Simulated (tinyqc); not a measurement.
From results back to parameters: Shockley-Read-Hall recombination through one deep level. Five cases, with inputs chosen for the exercise.

Problem. Deep-level transient spectroscopy: the emission rate is en = gam sigma T^2 exp(-dE/kB T), dE = Ec - Et. Two rates were computed from hidden dE and sigma.

Constants: kB = 8.617333262e-05 eV/K.

Case 1.

Values chosen (out of a larger set: gap and densities of states near those of GaAs at this temperature; not measured data): gam = 6e+19 1/(cm^2 s K^2) (vth Nc/T^2, which does not depend on T); T1 = 243 K; T2 = 288 K.

en(T1) = 0.0170284 1/s
en(T2) = 1.02039 1/s

Case 2.

Values chosen (out of a larger set: gap and densities of states near those of Ge at this temperature; not measured data): gam = 1.8e+21 1/(cm^2 s K^2) (vth Nc/T^2, which does not depend on T); T1 = 133 K; T2 = 149 K.

en(T1) = 21.0495 1/s
en(T2) = 350.728 1/s

Case 3.

Values chosen (out of a larger set: gap and densities of states near those of Si at this temperature; not measured data): gam = 7.7e+21 1/(cm^2 s K^2) (vth Nc/T^2, which does not depend on T); T1 = 270 K; T2 = 302 K.

en(T1) = 17.9693 1/s
en(T2) = 286.700 1/s

Case 4.

Values chosen (out of a larger set: gap and densities of states near those of GaAs at this temperature; not measured data): gam = 9.6e+19 1/(cm^2 s K^2) (vth Nc/T^2, which does not depend on T); T1 = 388 K; T2 = 454 K.

en(T1) = 0.165876 1/s
en(T2) = 7.42397 1/s

Case 5.

Values chosen (out of a larger set: gap and densities of states near those of Si at this temperature; not measured data): gam = 5e+21 1/(cm^2 s K^2) (vth Nc/T^2, which does not depend on T); T1 = 228 K; T2 = 252 K.

en(T1) = 21.1806 1/s
en(T2) = 253.749 1/s

Find: ln(en/T^2) at T1 and T2; dE; sigma.

Solution. ln(en/T^2) against 1/T is a line of slope -dE/kB and intercept ln(gam sigma); plotting ln en alone would overstate dE by about 2 kB T.

Case 1.

ln(en/T^2) at T1 and T2: -15.0590  -11.3057

dE = 0.503 eV
sigma = 1.3e-16 cm^2

Case 2.

ln(en/T^2) at T1 and T2: -6.7338  -4.1479

dE = 0.276 eV
sigma = 1.9e-14 cm^2

Case 3.

ln(en/T^2) at T1 and T2: -8.3082  -5.7624

dE = 0.559 eV
sigma = 8.7e-16 cm^2

Case 4.

ln(en/T^2) at T1 and T2: -13.7185  -10.2315

dE = 0.802 eV
sigma = 3.0e-16 cm^2

Case 5.

ln(en/T^2) at T1 and T2: -7.8056  -5.5225

dE = 0.471 eV
sigma = 2.1e-15 cm^2

Computed by tinyqc, one run a case: `OMP_NUM_THREADS=1 python tinyqc.py N N+1 out.jsonl` with N = 1682636, 1682642, 1682696, 1682735, 1682742; one thread of a shared Intel(R) Xeon(R) Processor @ 2.30GHz, about 0.01 s a run at most.
